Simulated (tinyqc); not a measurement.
Worked calculation: Ewald sum of point charges, fcc in a neutralising background, strained along z by a factor 1.11, lattice. Computed by tinyqc, a small Python program that keeps every step. Command: `OMP_NUM_THREADS=1 python tinyqc.py 30219 30220 out.jsonl` (the two numbers bound the seeds that draw the settings). One thread of a shared host (Intel(R) Xeon(R) Processor @ 2.60GHz), about 0.05 s of CPU time with the checks.

## Ewald sum with eta = 0.469 1/bohr

cell vectors (rows) (bohr):
```
          1         2         3
1  0.000000  3.800000  4.218000
2  3.800000  0.000000  4.218000
3  3.800000  3.800000  0.000000
```

Charges:
```
q               f1        f2        f3
1.000000  0.000000  0.000000  0.000000
```

Real space: 1/2 sum q_i q_j erfc(eta r)/r over all images with r > 0; reciprocal space: (2 pi/V) sum_(G != 0) exp(-G^2/4 eta^2)/G^2 |S(G)|^2 with S(G) = sum q exp(i G.r); self term -eta/sqrt(pi) sum q^2; background -pi Q^2/(2 V eta^2), Q the total charge.

Real-space shells (first ones):
```
r (bohr)   pairs  sum (hartree)
5.374012       4       0.000136
5.677281       8       0.000117
7.600000       4       1.22e-07
8.436000       2       2.61e-09
9.486386      16       2.64e-10
10.002305      8       1.30e-11
10.748023      4              0
11.354563      8              0
12.016655      8              0
12.155308      8              0
```

Reciprocal shells (first ones that count):
```
G^2 (1/bohr^2)  vectors  sum (hartree)
1.921718              8       0.024172
2.218945              2       0.003733
2.733962              4       0.003375
4.952908              8       0.000299
5.467925              4       0.000075
6.359608              8       0.000047
7.389642             16       0.000025
7.686870              8       0.000009
8.875781              2       4.83e-07
10.935850             4       7.55e-08
11.609743             8       6.61e-08
11.827533            16       1.01e-07
```

## The total does not depend on eta

The same sums for other eta.

Totals (hartree per cell):
```
eta           real  reciprocal       self  background        total
0.469000  0.000253    0.031736  -0.264605   -0.058623  -0.29123924
0.623000  1.22e-06    0.093473  -0.351490   -0.033223  -0.29123924
0.830000  1.24e-10    0.195756  -0.468277   -0.018718  -0.29123924
```

shortest distance = 5.374012 bohr
